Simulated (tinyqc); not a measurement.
# Single-junction solar cell, detailed-balance limit: two studies

Every photon above the gap Eg makes one pair and none below is absorbed; carriers thermalise at T and move without loss. Jsc = q fs X Phi(Eg, Ts); the dark current is J0 = q ge Phi(Eg, T)/ERE with the Boltzmann factor exp(V/Vt). The efficiency is the electrical power over fs X sigma Ts^4.

Parameters, values chosen for the exercise:
- T = 300 K (cell temperature)
- Ts = 5800 K (temperature of the black-body sun)
- fs = 2.16e-5 (share of the hemisphere filled by the sun)
- X = 1 (concentration)
- ERE = 0.01 (external radiative efficiency)
- ge = 1 (number of faces that emit)
- Eg = 0.87 eV (band gap)

Constants: q = 1.602176634e-19 C, kB = 1.380649e-23 J/K, h = 6.62607015e-34 J s, c = 299792458 m/s, Vt = kB T/q. Results are converted to the units shown.

Each table varies one quantity; the others keep the values above.

## Effect of the band gap

Photon flux above E from a black body at temperature T into a hemisphere: Phi(E, T) = A sum_k exp(-k E/th)[E^2 th/k + 2 E th^2/k^2 + 2 th^3/k^3], k = 1, 2, ..., with th = kB T/q in eV and A = 2 pi q^3/(h^3 c^2). J(V) = Jsc - J0 (exp(V/Vt) - 1); Voc = Vt ln(1 + Jsc/J0); at maximum power v = Vmp/Vt solves (1 + v) exp(v) = 1 + Jsc/J0. Pin = fs X sigma Ts^4, sigma = 2 pi^5 kB^4/(15 h^3 c^2). FF = Vmp Jmp/(Voc Jsc).

Results:
```
Eg (eV)  Jsc (mA/cm^2)  Voc (V)  Eg/q - Voc (V)       FF  efficiency (%)
0.5             87.541  0.19567         0.30433  0.63728          7.8759
0.8             71.468  0.46711         0.33289  0.79365          19.116
1.1             55.276  0.74446         0.35554  0.85276          25.318
1.7             29.369   1.3060         0.39396  0.90414          25.021
2               20.465   1.5884         0.41159  0.91781          21.525
2.3             13.931   1.8713         0.42867  0.92786          17.452
2.6             9.2996   2.1546         0.44539  0.93558          13.525
2.9             6.1056   2.4381         0.46186  0.94171          10.114
```

Estimate the missing row, Eg = 1.4 eV.

Computed row:
```
Eg (eV)  Jsc (mA/cm^2)  Voc (V)  Eg/q - Voc (V)       FF  efficiency (%)
1.4             40.984   1.0245         0.37548  0.88432          26.790
```

With this row back in the table: As Eg goes from 0.5 to 2.9 eV, Jsc falls from 87.5 to 6.11 mA/cm^2, Voc rises from 0.196 to 2.44 V and the efficiency goes from 7.88 through a maximum of 26.8 (at Eg = 1.4 eV among the rows listed) to 10.1 %. A wider gap raises the voltage and loses photons, hence the maximum.

## Effect of the concentration

Same model as above.

FF = Vmp Jmp/(Voc Jsc).

Result of one run:
```
X     Jsc (mA/cm^2)  Voc (V)  Eg/q - Voc (V)      FF  efficiency (%)
1000        6.760e4   0.7101          0.1599  0.8475           29.35
```

What becomes of these results when the concentration X is changed from 1000 to 100, all else the same?

Result of the changed run:
```
X    Jsc (mA/cm^2)  Voc (V)  Eg/q - Voc (V)      FF  efficiency (%)
100           6760   0.6505          0.2195  0.8373           26.57
```

The whole series:
```
X     Jsc (mA/cm^2)  Voc (V)  Eg/q - Voc (V)      FF  efficiency (%)
1             67.60   0.5315          0.3385  0.8117           21.04
3             202.8   0.5599          0.3101  0.8186           22.35
10            676.0   0.5910          0.2790  0.8255           23.80
30             2028   0.6194          0.2506  0.8314           25.12
100            6760   0.6505          0.2195  0.8373           26.57
300         2.028e4   0.6789          0.1911  0.8424           27.89
1000        6.760e4   0.7101          0.1599  0.8475           29.35
3000        2.028e5   0.7385          0.1315  0.8519           30.68
```

As X goes from 1 to 3000, Jsc rises from 67.6 to 2.03e5 mA/cm^2, Voc rises from 0.531 to 0.738 V and the efficiency rises from 21.0 to 30.7 %. Voc gains 59.5 mV a decade of concentration (Vt ln 10), while Jsc/Pin stays the same. At X = 3000 Voc lies within 6 Vt of the gap, where the Boltzmann form of the emission begins to fail. For X = 300 to 3000 the current passes 20 A/cm^2, where series resistance and heating, left out here, would dominate.

Program tinyqc, `OMP_NUM_THREADS=1 python tinyqc.py 2820107 2820108 out.jsonl`; Intel Xeon 2.30GHz, shared host, one thread, about 0.01 s.
